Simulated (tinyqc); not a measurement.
Stark shift: graded (staircase) quantum well by finite differences.

Finite differences on points z_i at the centres of cells of width h: H_ii = (c/h^2)(1/m_(i-1/2) + 1/m_(i+1/2)) + V_i, H_(i,i+1) = -(c/h^2)/m_(i+1/2), where m_(i+1/2) is the mean of the masses at the two points (the end values are repeated outwards), psi = 0 on the points beyond both ends, c = hbar^2/2m0. The field adds e F (z - z0) with z0 the middle of the structure; 1 kV/cm = 1e-5 eV/angstrom.

Constants: hbar^2/2m0 = 3.80998211 eV angstrom^2.

Values chosen for the exercise (out of a larger set: near those of an InGaAs well in InAlAs; not measured data): layers = ((33, 0.5, 0.0724), (11, 0.222, 0.0546), (11, 0.056, 0.0439), (11, 0, 0.0403), (11, 0.056, 0.0439), (11, 0.222, 0.0546), (33, 0.5, 0.0724)) (each layer: thickness in angstrom, band edge in eV, mass in m0); hf = 0.6875 angstrom (cell width of the fine grid); Fs = (0, 33.3, 66.7, 100, 133, 167, 200) kV/cm (fields).

Fine grid. Perturbation theory: dE1 = e F z_11 - beta (e F)^2 with beta = sum_j z_1j^2/(E_j - E_1) over the 13 next levels at zero field, z from z0.

Levels against field:
```
F (kV/cm)  E1 (eV)  E2 (eV)  dE1 (meV)  second order (meV)  <z - z0> (angstrom)  E2 - E1 (meV)
0           0.1788   0.5359       0.00                0.00                  0.0          357.1
33.3        0.1788   0.5357      -0.07               -0.07                 -0.4          356.9
66.7        0.1786   0.5351      -0.28               -0.28                 -0.8          356.6
100         0.1782   0.5341      -0.63               -0.63                 -1.3          355.9
133         0.1777   0.5328      -1.11               -1.11                 -1.7          355.1
167         0.1771   0.5310      -1.75               -1.75                 -2.1          353.9
200         0.1763   0.5289      -2.51               -2.51                 -2.5          352.6
```

z_11 = 0.00 angstrom
beta = 627.2 angstrom^2/eV

At zero field the state is centred, so the shift starts as F^2; it turns linear only if the state is pulled to one side. At 200 kV/cm E1 has moved by -2.51 meV, where second order gives -2.51 meV; they differ by 0.2 % there. The electron moves by -2.5 angstrom, against the rise of the potential. From 0 kV/cm on E2 lies above the lowest point of the outer barrier, so it is a resonance or a state of the finite grid, held or pushed up by its ends. E2 - E1 shrinks with the field; the ends are 357.1 and 352.6 meV.

tinyqc: `OMP_NUM_THREADS=1 python tinyqc.py 1251386 1251387 out.jsonl`; about 0.01 s, one thread, shared Intel(R) Xeon(R) Processor @ 2.30GHz.
